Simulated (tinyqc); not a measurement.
# Sharing a fixed EOT between the layers

Without charge in the stack, a voltage of 1.2 V over an EOT of 2.2 nm gives F1 = (V/EOT)(3.9/e1) and F2 = F1 e1/e2; t2 = e2 (EOT/3.9 - t1/e1).

Values chosen for this exercise:
- e1 = 4.02 (relative permittivity of layer 1)
- e2 = 21.5 (relative permittivity of layer 2)

Sharing a fixed EOT between the layers:
```
t1 (nm)	t2 (nm)	physical thickness (nm)	drop over layer 1 (V)	drop over layer 2 (V)
0	12.13	12.13	0	1.200
0.28	10.63	10.91	0.1482	1.052
0.55	9.187	9.737	0.2910	0.9090
0.83	7.689	8.519	0.4392	0.7608
1.1	6.245	7.345	0.5821	0.6179
1.38	4.748	6.128	0.7303	0.4697
1.65	3.304	4.954	0.8731	0.3269
1.93	1.806	3.736	1.021	0.1787
```

What does the comparison show?

Each 0.1 nm of layer 1 costs 0.535 nm of layer 2, so the physical thickness falls from 12.1 to 3.74 nm. The fields do not change, 5.29 MV/cm in layer 1 and 0.989 MV/cm in layer 2, and layer 1 takes half of the voltage at t1 = 1.13 nm.

Program tinyqc, `OMP_NUM_THREADS=1 python tinyqc.py 2010066 2010067 out.jsonl`; Intel Xeon 2.30GHz, shared host, one thread, about 0.01 s.
